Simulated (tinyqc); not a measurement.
Undoped symmetric double-gate MOSFET, analytic potential model: two steps of the calculation.

An undoped body of thickness ts between two equal insulators and tied gates; long channel, electrons only, n = ni exp((psi - V)/Vt) with V the quasi-Fermi potential (0 at the source, Vd at the drain), constant mobility, no quantisation. Across the body psi(x) = V - 2 Vt ln[(ts/(2 beta)) sqrt(q ni/(2 eps0 eps_r Vt)) cos(2 beta x/ts)], x from the centre. Q is the electron charge per area of the whole body.

Parameters, values chosen for the exercise; material values close to those of silicon:
- T = 400 K (temperature)
- eps_r = 11.8 (relative permittivity of the semiconductor)
- ts = 10 nm (body thickness)
- mu = 580 cm^2/(V s) (channel mobility)
- L = 0.5 um (gate length)
- Vg = 0.39 V (gate voltage)
- Vd = 0.05 V (drain voltage)

Constants: q = 1.602176634e-19 C, kB = 1.380649e-23 J/K, Vt = kB T/q, eps0 = 8.8541878128e-14 F/cm where lengths are in cm. Results are converted to the units shown.

Question 1. beta at the source by Newton steps. With V = 0: f = ln(beta) - ln(cos beta) + 2 r beta tan(beta) - (Vg - V0)/(2 Vt); f' = 1/beta + tan(beta) + 2 r [tan(beta) + beta/cos^2(beta)]; beta(new) = beta - f/f'.

beta at the start = 0.3
r = 0.39947917
V0 = 0.48164222 V

Wanted: f; f'; beta after iteration 1.

Answer 1.

f = 0.24519
f' = 4.1524
beta after iteration 1 = 0.24095

Question 2. Charges and drain current. beta (between 0 and pi/2) solves (Vg - V0 - V)/(2 Vt) = ln(beta) - ln(cos beta) + 2 r beta tan(beta). Q = 8 eps0 eps_r Vt beta tan(beta)/ts; I = mu (1/L)(4 eps0 eps_r/ts)(2 Vt)^2 [g(beta_s) - g(beta_d)] per width, g = beta tan(beta) - beta^2/2 + r beta^2 tan^2(beta), with beta_s at V = 0 and beta_d at V = Vd.

beta_s = 0.24455908
beta_d = 0.12553510
r = 0.39947917

Find: Qs; Qd; g(beta_s); g(beta_d); I.

Answer 2.

Qs = 17.58 nC/cm^2
Qd = 4.564 nC/cm^2
g(beta_s) = 0.03261
g(beta_d) = 0.008063
I = 0.5656 uA/um

The term r beta^2 tan^2(beta), which gives the square law, makes up 4.56 % of g at the source.

Program tinyqc, `OMP_NUM_THREADS=1 python tinyqc.py 2440071 2440072 out.jsonl`; Intel Xeon 2.30GHz, shared host, one thread, about 0.02 s.
